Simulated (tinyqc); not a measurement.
CMOS inverter, nodal equation and switching: one step of the calculation.

An n-channel pull-down (bn, VTn) and a p-channel pull-up (bp, VTp) share the input Vin and the output node Vout, which carries the load C. Transistor (EKV form, voltages against the body): I = 2 n b Vt^2 [F(vp - Vs) - F(vp - Vd)] from drain to source, F(v) = ln^2(1 + exp(v/(2 Vt))), vp = (Vg - VT + sg |Vd - Vs|)/n. n-channel bodies are at 0; for the p-channel device all voltages are counted down from Vdd. b in uA/V^2 gives I in uA. Static: In = Ip. Transient: C dVout/dt = Ip - In. No velocity saturation, no gate capacitance beyond C.

Question. Switching point and noise margins. VM solves In = Ip with Vin = Vout. VIL and VIH are the inputs at which the gain is -1; NML = VIL - Vout(VIH), NMH = Vout(VIL) - VIH.

Values chosen for this exercise: temperature T = 400 K; supply voltage Vdd = 0.4 V; slope factor n = 1.34; drain-induced barrier lowering sg = 0.048; n-channel threshold VTn = 0.41 V; p-channel threshold (magnitude) VTp = 0.29 V; gain factor of the pull-down transistor bn = 280 uA/V^2; gain factor of the pull-up transistor bp = 280 uA/V^2.

Constants: q = 1.602176634e-19 C, kB = 1.380649e-23 J/K, Vt = kB T/q. Results are converted to the units shown.

Wanted: VM; gain at VM; VIL; VIH; NML; NMH.

Answer.

VM = 0.25681 V
gain at VM = -16.022
VIL = 0.22928 V
VIH = 0.29072 V
NML = 0.20844 V
NMH = 0.088444 V

VM lies 57 mV above Vdd/2, and the low margin is the larger one. With both transistors saturated the size of the gain tends to 1/sg = 20.8; here it is 23 % below that.

Numbers from tinyqc (`OMP_NUM_THREADS=1 python tinyqc.py 2340045 2340046 out.jsonl`; about 0.03 s on one thread of a shared Intel Xeon 2.30GHz).
